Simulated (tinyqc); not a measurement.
Schottky barrier on an n-type semiconductor, non-linear Poisson equation by Newton steps: one step of the calculation.

One dimension, metal at x = 0, donor density C(x) = Nd, uniform. Energies are counted from the electron Fermi level of the semiconductor and the conduction-band edge is Ec = -psi, so n = Nc exp(psi/Vt); holes follow the Fermi level of the metal, at -V, so p = Nv exp((V - psi - Eg)/Vt). Ends: psi(0) = V - phiB and psi = Vt ln(Nd/Nc) deep inside. Boltzmann statistics, full ionisation, no current, no image force in the Poisson equation.

Question. Newton step. Solve the tridiagonal system a_(i-1) d_(i-1) + b_i d_i + a_i d_(i+1) = -F_i for nodes 1 to 10, with d = 0 on fixed nodes. If the largest |d| exceeds 4 Vt, the whole step is scaled down so that it equals 4 Vt.

Values chosen for this exercise:
- T = 250 K (temperature)

Constants: q = 1.602176634e-19 C, kB = 1.380649e-23 J/K, Vt = kB T/q. Results are converted to the units shown.

| interval | coupling a_i (F/cm^2) |
|---|---|
| 0 | 2.6562563e-7 |
| 1 | 2.2090570e-7 |
| 2 | 1.8242296e-7 |
| 3 | 1.5338945e-7 |
| 4 | 1.2663548e-7 |
| 5 | 1.0471780e-7 |
| 6 | 8.7827831e-8 |
| 7 | 7.2604340e-8 |
| 8 | 6.0503617e-8 |
| 9 | 5.0654191e-8 |
| 10 | 4.1887119e-8 |

| node | diagonal b (F/cm^2) | residual F (C/cm^2) |
|---|---|---|
| 1 | -4.8653133e-7 | 4.1956200e-9 |
| 2 | -4.0332866e-7 | 5.0644803e-9 |
| 3 | -3.3581242e-7 | 6.0727301e-9 |
| 4 | -2.8002493e-7 | 7.2947102e-9 |
| 5 | -2.3135328e-7 | 8.8279933e-9 |
| 6 | -1.9254563e-7 | 1.0593592e-8 |
| 7 | -1.6043217e-7 | 1.2730896e-8 |
| 8 | -1.3310796e-7 | 1.5332830e-8 |
| 9 | -1.1115781e-7 | 1.8352933e-8 |
| 10 | -9.2541714e-8 | 2.2069974e-8 |

| node | psi at the start (V) |
|---|---|
| 0 | -1.7300000 |
| 1 | -1.6799039 |
| 2 | -1.6196665 |
| 3 | -1.5467217 |
| 4 | -1.4599700 |
| 5 | -1.3548904 |
| 6 | -1.2278175 |
| 7 | -1.0763074 |
| 8 | -0.8930291 |
| 9 | -0.6730951 |
| 10 | -0.4103963 |
| 11 | -0.0927139 |

Wanted: Newton step d, before damping; psi after iteration 1.

Answer.

| node | Newton step d, before damping (V) |
|---|---|
| 1 | 0.2272 |
| 2 | 0.4814 |
| 3 | 0.7615 |
| 4 | 1.0551 |
| 5 | 1.3530 |
| 6 | 1.6290 |
| 7 | 1.8374 |
| 8 | 1.9142 |
| 9 | 1.7529 |
| 10 | 1.1980 |

| node | psi after iteration 1 (V) |
|---|---|
| 0 | -1.7300 |
| 1 | -1.6697 |
| 2 | -1.5980 |
| 3 | -1.5124 |
| 4 | -1.4125 |
| 5 | -1.2940 |
| 6 | -1.1545 |
| 7 | -0.9936 |
| 8 | -0.8069 |
| 9 | -0.5942 |
| 10 | -0.3565 |
| 11 | -0.0927 |

Numbers from tinyqc (`OMP_NUM_THREADS=1 python tinyqc.py 2020167 2020168 out.jsonl`; about 0.06 s on one thread of a shared Intel Xeon 2.30GHz).
